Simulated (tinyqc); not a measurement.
Rigid-ion and shell models of the dielectric response of an ionic crystal: one step, computed by the program tinyqc.

Charges +Z and -Z; 8 nearest neighbours, Madelung constant M = 1.762675, volume per ion pair Omega = 1.539601 d^3. Energy per pair U = -M Z^2 e2/d + 8 A exp(-d/rho), e2 = e^2/(4 pi eps_0). In the shell model the anion is a core of charge Y - Z and a massless shell of charge -Y, joined by the spring k; the repulsion acts on the shell. Each ion feels the Lorentz field E + (4 pi/3) P (Gaussian units).

Problem. Shell model: lattice response. mu lambda_TO = R' - (4 pi e2/(3 Omega)) Z_S^2/(1 - b); mu lambda_LO = mu lambda_TO + 4 pi e2 Z*^2/(eps_inf Omega); eps_s = eps_inf lambda_LO/lambda_TO. lambda in eV/(angstrom^2 u) gives the wavenumber 15.6333042 x 33.35640952 x sqrt(lambda); mu is the reduced mass.

Inputs (values chosen for the exercise, for a model crystal): cation mass = 75.9 u; anion mass = 16 u.

Structure: caesium chloride.

anion polarisability alpha_- = 2.420461 angstrom^3

Szigeti charge Z_S = 0.8768646 e

softened spring R' = 2.012213 eV/angstrom^2

b = 0.3076968

eps_inf = 2.333362

Born charge Z* = 1.266590 e

volume Omega = 44.11359 angstrom^3

Constants: e^2/(4 pi eps_0) = 14.39964548 eV angstrom; nu for 1 eV/(angstrom^2 u) = 15.6333042 THz; 1 THz = 33.35640952 1/cm.

Give: mu lambda_TO; omega_TO; omega_LO; eps_s; share of R' left after the dipole term.

Solution.

mu lambda_TO = 0.49364 eV/angstrom^2

omega_TO = 100.79 1/cm

omega_LO = 261.14 1/cm

eps_s = 15.664

share of R' left after the dipole term = 0.24532

The dipole field cancels 75 % of the short-range spring: a soft TO mode and a high static constant go together.
